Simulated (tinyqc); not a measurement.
Holstein polaron on two sites: one step, computed by the program tinyqc.

One electron on sites 1 and 2: H = -t (c1+ c2 + c2+ c1) + hbar omega sum_i b_i+ b_i - g hbar omega sum_i n_i (b_i + b_i+). The symmetric phonon shifts the energy by -g^2 hbar omega/2 and drops out; with b = (b_1 - b_2)/sqrt(2) there remains H = -t sigma_x + hbar omega b+ b - (g hbar omega/sqrt(2)) sigma_z (b + b+). Parity splits it into blocks p = +1 and -1 over phonon numbers n. Zero-point energies are left out. Weights Z refer to mode b alone; the displaced symmetric mode multiplies the full zero-phonon weight by exp(-g^2/2).

Task: The even block in a small basis. Block p: H_nn = n hbar omega - p t (-1)^n - g^2 hbar omega/2, H_(n,n+1) = -(g hbar omega/sqrt(2)) sqrt(n + 1). Take p = +1 and n = 0..N-1.

Inputs (values chosen for the exercise, for a model dimer):
```
quantity                  value  unit
hopping t                    72   meV
phonon energy hbar omega    115   meV
coupling g                  2.6     -
phonon levels kept N          5     -
```

Give: H, even block.

Result:

H, even block (meV):
```
        1       2       3       4       5
1  -460.7  -211.4     0.0     0.0     0.0
2  -211.4  -201.7  -299.0     0.0     0.0
3     0.0  -299.0  -230.7  -366.2     0.0
4     0.0     0.0  -366.2    28.3  -422.8
5     0.0     0.0     0.0  -422.8    -0.7
```
